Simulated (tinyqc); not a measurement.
Worked calculation: static screening by free carriers. Values are carried at full precision from step to step, so a last printed digit may differ when a step is redone from the rounded ones.

kF = (3 pi^2 n/Mv)^(1/3), EF = c kF^2/m with c = hbar^2/2m0, n in 1/angstrom^3 (1e-24 per 1/cm^3), e2 = e^2/(4 pi eps0). Thomas-Fermi: qTF^2 = 6 pi e2 n/(eps EF). Debye: qD^2 = 4 pi e2 n/(eps kB T).

Constants: hbar^2/2m0 = 3.80998211 eV angstrom^2; e^2/(4 pi eps0) = 14.39964547 eV angstrom; kB = 8.617333262e-05 eV/K; a0 (Bohr radius) = 0.5291772105 angstrom; hbar = 6.58211957e-16 eV s.

Inputs chosen for the exercise (near those of Si; the results hold for these values, not for the real material): n = 2.6e+19 1/cm^3 (carrier density); m = 0.3387 m0 (mass of one isotropic valley); Mv = 6 (valleys); eps = 11 (background dielectric constant); T = 77 K; q = 0.114 1/angstrom (wave vector); aD = 15.5 angstrom (trial radius); NI = 3.9e+19 1/cm^3 (ionised impurities).

## Fermi and screening wave vectors

Also the effective Bohr radius aB = a0 eps/m and rs = (3/(4 pi n))^(1/3)/aB.

kF = 0.050437 1/angstrom
EF at 0 K = 28.62 meV
EF/kT = 4.31
qTF = 0.14973 1/angstrom
qD = 0.25389 1/angstrom
aB = 17.19 angstrom
rs = 1.22

The gas is partly degenerate; neither limit is exact, and the true screening wave vector lies below both. With rs above 1 exchange and correlation, left out here, are not small.

## Screening at finite temperature

F_j(eta) = (1/Gamma(j + 1)) integral_0^infinity x^j dx/(1 + exp(x - eta)), which tends to exp(eta) for eta << 0.

At finite T: qs^2 = qD^2 F_-1/2(eta)/F_1/2(eta), where n = Mv N F_1/2(eta) and N = 2 (m kB T/(4 pi c))^(3/2) with c = hbar^2/2m0, in 1/angstrom^3; times 1e24 for 1/cm^3.

Solve for eta and form qs.

n/(Mv N) = 6.737
eta = 4.102
qs = 0.1456 1/angstrom
screening length 1/qs = 6.866 angstrom

qs is 0.574 of the Debye value and 0.973 of the Thomas-Fermi value.

## Lindhard function at one q

Lindhard at zero temperature: eps(q)/eps = 1 + (qTF/q)^2 L(x), x = q/(2 kF), L(x) = 1/2 + ((1 - x^2)/(4x)) ln|(1 + x)/(1 - x)|.

Compare with Thomas-Fermi, 1 + (qTF/q)^2.

x = 1.1301
L(x) = 0.3286
eps(q)/eps, Lindhard = 1.567
eps(q)/eps, Thomas-Fermi = 2.725

The carriers respond with 33 % of their long-wave strength at this q, beyond 2 kF, where no pair of states on the Fermi surface is joined by q.

## A donor in the screened potential

Donor in the screened potential -(e2/eps) exp(-qs r)/r with the trial function exp(-r/a): E(a) = c/(m a^2) - (e2/eps) 4/(a (2 + qs a)^2), e2 = e^2/(4 pi eps0), c = hbar^2/2m0; isotropic mass.

Evaluate both terms at a = aD.

kinetic term = 46.821 meV
potential term = -18.637 meV
E(aD) = 28.184 meV
unscreened level -m Ry/eps^2 (Ry = 13.60569312 eV) = -38.085 meV

This trial radius gives no binding, nor does any radius up to 3 aB.

## Ionised-impurity scattering at E = 3 kT

Brooks-Herring rate for an electron of energy E: 1/tau = NI (pi e2^2/(eps^2 hbar)) (sqrt(c/m)/E^(3/2)) Phi(b), with Phi = ln(1 + b) - b/(1 + b), b = (2k/qs)^2, k^2 = m E/c, NI in 1/angstrom^3.

e2 = e^2/(4 pi eps0), c = hbar^2/2m0; mobility estimate mu = tau/(m m0/e) with m0/e = 5.685630e-12 kg/C, times 1e4 for cm^2/(V s).

b = 0.3337
Phi = 0.0377
1/tau = 1.44e+13 1/s
mu at this energy = 361 cm^2/(V s)

b is not large: the electron wavelength is comparable with the screening length, outside the regime that the Brooks-Herring formula is meant for. In this degenerate gas the current is carried at EF, above 3 kT.

## Checks

- Scattering rate against the golden-rule integral over angles (1/s): both 1.438e+13.
- L(x) at x = 0.7 against the integral over the Fermi sphere: both 0.81595.

Program tinyqc; command `OMP_NUM_THREADS=1 python tinyqc.py 1682427 1682428 out.jsonl`; about 0.01 s on one thread of a shared Intel(R) Xeon(R) Processor @ 2.30GHz.
